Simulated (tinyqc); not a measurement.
Comparisons within one model: quaternary alloy A(x)B(1-x)C(y)D(1-y) matched to a substrate. A value that a table varies takes the place of the one given here.

Q(x,y) = x y Q_AC + x (1 - y) Q_AD + (1 - x) y Q_BC + (1 - x)(1 - y) Q_BD for the lattice constant. Gap, rule 1: Q(x,y) - x (1 - x)[y C_ABC + (1 - y) C_ABD] - y (1 - y)[x C_ACD + (1 - x) C_BCD]. Rule 2 (mean of ternaries): {x (1 - x)[y T_ABC(x) + (1 - y) T_ABD(x)] + y (1 - y)[x T_ACD(y) + (1 - x) T_BCD(y)]}/{x (1 - x) + y (1 - y)}, T_ABC(x) = x E_AC + (1 - x) E_BC - C_ABC x (1 - x), T_ACD(y) = y E_AC + (1 - y) E_AD - C_ACD y (1 - y), and alike. Only the Gamma valley is followed.

Matching a(x,y) = a_s gives x = (a_s - y a_BC - (1 - y) a_BD)/(y (a_AC - a_BC) + (1 - y)(a_AD - a_BD)).
Constants: hc = 1239.841984 eV nm.

Values chosen for the exercise (AC, AD, BC, BD near GaAs, GaP, InAs and InP; substrate near GaAs; not measured data): a = (5.645, 5.455, 6.065, 5.866) angstrom (lattice constants of AC, AD, BC, BD); Eg = (1.518, 2.867, 0.415, 1.428) eV (gaps at Gamma of AC, AD, BC, BD); Cb = (0.53, 0.627, 0.186, 0.099) eV (bowing of ABC, ABD, ACD, BCD); a_s = 5.645 angstrom (substrate); y = 0.69 (fraction of C).

## Along the matched line

x follows from y.

Results:
```
y          x  bilinear (eV)  rule 1 (eV)  rule 2 (eV)  wavelength 1 (nm)  wavelength 2 (nm)
0.01  0.5424         2.1966       2.0398       2.0471                608                606
0.13  0.5990         2.1320       1.9674       2.0262                630                612
0.25  0.6552         2.0625       1.8971       1.9748                654                628
0.37  0.7111         1.9881       1.8291       1.9112                678                649
0.49  0.7667         1.9087       1.7637       1.8414                703                673
0.61  0.8221         1.8246       1.7009       1.7678                729                701
0.73  0.8771         1.7356       1.6411       1.6921                756                733
0.85  0.9319         1.6418       1.5843       1.6150                783                768
0.97  0.9864         1.5434       1.5308       1.5374                810                806
```

The matched alloys span 1.531 to 2.040 eV by rule 1, monotonically in y. Along the line dx/dy is +0.471 between the first two rows and +0.454 between the last two. In energy the two rules differ most at y = 0.37, by 82 meV (29 nm there), which measures how far the ternary data leave the interior open. Miscibility gaps are not considered.

## What each parameter does

x is matched anew each time. Each row changes one parameter from the base and keeps the others.

Results:
```
case                                            x  rule 1 (eV)  rule 2 (eV)
base                                       0.8588       1.6607       1.7175
y = 0.7                                    0.8634       1.6558       1.7111
a_s = 5.641 angstrom                       0.8684       1.6760       1.7307
Cb = (0.636, 0.752, 0.223, 0.119) eV       0.8588       1.6397       1.7079
Eg = (1.568, 2.867, 0.415, 1.428) eV       0.8588       1.6903       1.7471
a = (5.655, 5.455, 6.065, 5.866) angstrom  0.8733       1.6838       1.7374
```

The largest shifts from the base row, up to three for each result and ties (the steps differ in size, so this ranks the rows, not the parameters). x: a +0.0144, a_s +0.0096, y +0.0046; unchanged at the printed digits by Cb and Eg. rule 1 (eV): Eg +0.0296, a +0.0231, Cb -0.0210. rule 2 (eV): Eg +0.0296, a +0.0199, a_s +0.0132.

tinyqc: `OMP_NUM_THREADS=1 python tinyqc.py 1080229 1080230 out.jsonl`; about 0.01 s, one thread, shared Intel(R) Xeon(R) Processor @ 2.30GHz.
